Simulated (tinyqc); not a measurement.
Length of a polyene: Hueckel, PPP and singles CI along the polyenes. Computed by the program tinyqc. Hueckel uses the same beta without repulsion; CIS keeps all single excitations and so misses the low, doubly excited 2Ag state. W is the valence ionisation energy of a centre, MN the Mataga-Nishimoto formula, f the oscillator strength.

All-trans chains of carbon centres 1.40 angstrom apart:
```
parameter                               value
beta (eV), times 1 +/- alternation  -2.250000
alternation                                 0
W (eV)                              11.160000
gamma_rr (eV)                        9.670000
repulsion formula                        Ohno
```

Gaps and excitations (eV):
```
centres  Hueckel gap  PPP orbital gap  bright singlet (CIS)       f  lowest triplet (CIS)
2             4.5000          11.5453                5.8123  0.4983                3.1877
4             2.7812           8.9967                4.4950  0.9772                2.0756
6             2.0027           7.6766                3.7048  1.4049                1.5384
10            1.2808           6.3240                2.8055  2.1274                1.0554
12            1.0848           5.9361                2.5271  2.4317                0.9336
```

Estimate the missing row, centres = 8.

Computed row:
```
centres  Hueckel gap  PPP orbital gap  bright singlet (CIS)       f  lowest triplet (CIS)
8             1.5628           6.8679                3.1795  1.7874                1.2396
```

The Hueckel gap tends to 4 x alternation x |beta| = 0.00 eV for long chains (zero without alternation, falling as 1/N). Exchange opens the PPP orbital gap, and the attraction of electron and hole brings the bright state 3.41 eV below it at 12 centres; the triplet lies 1.59 eV lower still.
